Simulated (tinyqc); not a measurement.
First phase against the interface composition: thermodynamics of metal silicides: hull, first phase, silicon consumed, nucleation and stability against SiO2. Computed by tinyqc, a small Python program. Command: `OMP_NUM_THREADS=1 python tinyqc.py 3012124 3012125 out.jsonl silphase walk`. One thread of a shared host (Intel(R) Xeon(R) Processor @ 2.30GHz), about 0.01 s of CPU time with the checks.

Entropies of formation of the solids are neglected, so heats stand for free energies. Si fractions: M2Si 0.3333, MSi 0.5000, MSi2 0.6667.

Inputs (values chosen for the exercise, of the order of those of cobalt silicides for heats and volumes only): heat of formation of M2Si = -38.5 kJ/mol atoms; heat of formation of MSi = -47.1 kJ/mol atoms; heat of formation of MSi2 = -33.9 kJ/mol atoms.

Phases: M2Si, MSi, MSi2.

Method. Effective heat of formation: at the interface the mixture has the Si fraction x_e; the limiting element scales the heat, H_eff = H x_e/x if x_e < x, H (1 - x_e)/(1 - x) otherwise. The rule names the most negative as the first phase; its restriction to congruently melting phases is left out here.

H_eff (kJ/mol atoms):
```
x_e       M2Si      MSi     MSi2  first phase
0.10  -11.5500   -9.420   -5.085         M2Si
0.20  -23.1000  -18.840  -10.170         M2Si
0.30  -34.6500  -28.260  -15.255         M2Si
0.36  -36.9600  -33.912  -18.306         M2Si
0.42  -33.4950  -39.564  -21.357          MSi
0.48  -30.0300  -45.216  -24.408          MSi
0.54  -26.5650  -43.332  -27.459          MSi
0.60  -23.1000  -37.680  -30.510          MSi
0.66  -19.6350  -32.028  -33.561         MSi2
0.75  -14.4375  -23.550  -25.425         MSi2
```

What does the comparison show, and why?

Each phase is a triangle with its apex at its own composition. In order of x_e the first phase is M2Si, then MSi, then MSi2. On either side of all three the ranking is that of H/x (Si-poor) or H/(1 - x) (Si-rich).
